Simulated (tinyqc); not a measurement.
The same layer on three faces: model-solid line-up of a strained alloy layer on a substrate.

All values of the alloy are linear in x but the gap, Eg(x) = (1 - x) Eg_A + x Eg_B - C x (1 - x), and the valence edge, Ev(x) = (1 - x) Ev_A + x Ev_B + fv C x (1 - x); Ec = Ev + Eg. Ev is the top of the unstrained valence band on a scale common to all materials. In the layer only the Gamma valley of the conduction band is followed, also where an X or L valley would lie lower.

Coherent growth: e_par = (a_s - a)/a. (001): e_perp = -2 (C12/C11) e_par; exx = eyy = e_par, ezz = e_perp, no shear. (111): e_perp = -(2 C11 + 4 C12 - 4 C44)/(C11 + 2 C12 + 4 C44) e_par; exx = eyy = ezz = (2 e_par + e_perp)/3 and exy = eyz = ezx = (e_perp - e_par)/3. (110): e_perp = -(C11 + 3 C12 - 2 C44)/(C11 + C12 + 2 C44) e_par; exx = eyy = (e_par + e_perp)/2, ezz = e_par, exy = (e_perp - e_par)/2, eyz = ezx = 0.

Strained edges: Ec + ac tr(e); the valence edges are Ev plus the levels of the 6 x 6 matrix of X, Y, Z times spin with -Dso/3 + l exx + m (eyy + ezz) on the diagonal (cyclic), n exy off it, l = av + 2 b, m = av - b, n = sqrt(3) d. Spin-orbit term (Dso/3) L.sigma on X, Y, Z with (L_k)_ij = -i epsilon_kij: <X+|H|Y+> = -i Dso/3, <X+|H|Z-> = Dso/3, <Y+|H|Z-> = -i Dso/3, <Z+|H|X-> = -Dso/3, <Z+|H|Y-> = i Dso/3, <X-|H|Y-> = i Dso/3, and their conjugates; + and - are the spin along z.

Inputs chosen for the exercise (A near InAs, B near GaAs, substrate near InP; shifted at random, so the results belong to these values and not to a real crystal): a = (6.063, 5.652) angstrom (lattice constant of A, B); Eg = (0.421, 1.518) eV (gap at Gamma to the s-like level of A, B); Dso = (0.385, 0.341) eV (spin-orbit splitting of A, B); Ev = (-0.6, -0.8) eV (top of the unstrained valence band of A, B); ac = (-5.13, -7.18) eV (conduction deformation potential of A, B); av = (1, 1.16) eV (valence hydrostatic potential of A, B); b = (-1.8, -1.99) eV (tetragonal shear potential of A, B); d = (-3.63, -4.77) eV (trigonal shear potential of A, B); C11 = (83, 120.7) GPa (of A, B); C12 = (45.9, 56.1) GPa (of A, B); C44 = (39.5, 59.1) GPa (of A, B); C = 0.521 eV (bowing of the gap); fv = 0.3 (share of the bowing taken by the valence edge); a_s = 5.863 angstrom (substrate); x = 0.43 (fraction of B).

Composition and substrate are kept.

Results:

| face | e_perp (%) | tr(e) (%) | shift of Ec (meV) | shift of Ev (meV) | valence splitting (meV) | gap (eV) |
|---|---|---|---|---|---|---|
| (001) | 0.401 | -0.390 | 23.4 | 10.8 | 28.7 | 0.7776 |
| (111) | 0.210 | -0.581 | 34.9 | 8.2 | 27.6 | 0.7917 |
| (110) | 0.248 | -0.542 | 32.6 | 8.8 | 28.0 | 0.7888 |

How do the results move, and what explains it?

The layer yields most along the normal on (001) and least on (111), so the volume change, and with it the shift of Ec, is largest on (111). The valence splitting, set by b on (001), by d on (111) and by both on (110), is largest on (001). The gaps span 14 meV, from (001) to (111).

Computed by tinyqc, a small Python program: `OMP_NUM_THREADS=1 python tinyqc.py 1080130 1080131 out.jsonl` (the numbers bound the seed that draws the inputs); one thread of a shared host (Intel(R) Xeon(R) Processor @ 2.30GHz), about 0.02 s for the whole set of steps.
